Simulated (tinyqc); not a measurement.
# Gated two-dimensional channel with two bands, quantum capacitance: effect of the gate voltage

phi is the Fermi level above the lowest band edge, in volts; Vg is counted from the gate voltage at which an empty channel would have phi = 0. The channel has no thickness; trap charge is -q Dit phi.

D1 = gv md m0 q/(pi hbar^2), D2 = g2 m2 m0 q/(pi hbar^2) per eV; n1 = D1 Vt ln(1 + exp(phi/Vt)), n2 = D2 Vt ln(1 + exp((phi - E2)/Vt)), n = n1 + n2; Cq = q dn/dphi = q [D1/(1 + exp(-phi/Vt)) + D2/(1 + exp((E2 - phi)/Vt))]. Cox = eps0 eox/tox; Vg = phi + q (n + Dit phi)/Cox. 1/C_G = 1/Cox + 1/(Cq + q Dit); dphi/dVg = Cox/(Cox + Cq + q Dit).

Values chosen for this exercise; lowest band close to that of monolayer MoS2: temperature T = 300 K; relative permittivity of the gate insulator (close to aluminium oxide) eox = 8.87; insulator thickness tox = 25 nm; in-plane mass md = 0.517 m0; valley degeneracy gv = 2; in-plane mass of a second band, chosen freely m2 = 0.84 m0; valley degeneracy of that band, chosen freely g2 = 4; second band edge above the first E2 = 0.15 eV; density of traps Dit = 3.2e11 cm^-2 eV^-1.

Constants: q = 1.602176634e-19 C, kB = 1.380649e-23 J/K, hbar = 1.054571817e-34 J s, m0 = 9.1093837015e-31 kg, Vt = kB T/q, eps0 = 8.8541878128e-14 F/cm where lengths are in cm. Results are converted to the units shown.

The same in every row: Cox (uF/cm^2) = 0.3141.

Results:

| Vg (V) | phi (V) | n (cm^-2) | Cq (uF/cm^2) | C_G (uF/cm^2) | dphi/dVg | share of the second band (%) |
|---|---|---|---|---|---|---|
| -0.2 | -0.1772 | 1.191e10 | 0.07375 | 0.08943 | 0.7153 | 0.9726 |
| 0 | -0.1005 | 2.291e11 | 1.406 | 0.2584 | 0.1774 | 0.9819 |
| 0.2 | -0.07665 | 5.670e11 | 3.428 | 0.2881 | 0.08282 | 0.9966 |
| 0.4 | -0.06347 | 9.291e11 | 5.529 | 0.2974 | 0.05329 | 1.013 |
| 0.6 | -0.05435 | 1.300e12 | 7.617 | 0.3018 | 0.03936 | 1.029 |
| 0.8 | -0.04735 | 1.677e12 | 9.663 | 0.3043 | 0.03132 | 1.047 |
| 1 | -0.04164 | 2.056e12 | 11.66 | 0.3059 | 0.02613 | 1.065 |
| 1.2 | -0.03679 | 2.437e12 | 13.60 | 0.3071 | 0.02249 | 1.083 |
| 1.6 | -0.02882 | 3.203e12 | 17.31 | 0.3086 | 0.01777 | 1.122 |

Estimate the missing row, Vg = 1.4 V.

Computed row:

| Vg (V) | phi (V) | n (cm^-2) | Cq (uF/cm^2) | C_G (uF/cm^2) | dphi/dVg | share of the second band (%) |
|---|---|---|---|---|---|---|
| 1.4 | -0.03257 | 2.819e12 | 15.48 | 0.3079 | 0.01982 | 1.102 |

With this row back in the table: As Vg goes from -0.2 to 1.6, Cq rises from 0.0738 to 17.3 uF/cm^2, C_G/Cox rises from 0.285 to 0.982 and n rises from 1.19e10 to 3.20e12 cm^-2. Cq is below Cox for Vg = -0.2; there the density of states limits the response dn/dVg more than the insulator does.

Program tinyqc, `OMP_NUM_THREADS=1 python tinyqc.py 2200148 2200149 out.jsonl`; Intel Xeon 2.30GHz, shared host, one thread, about 0.01 s.
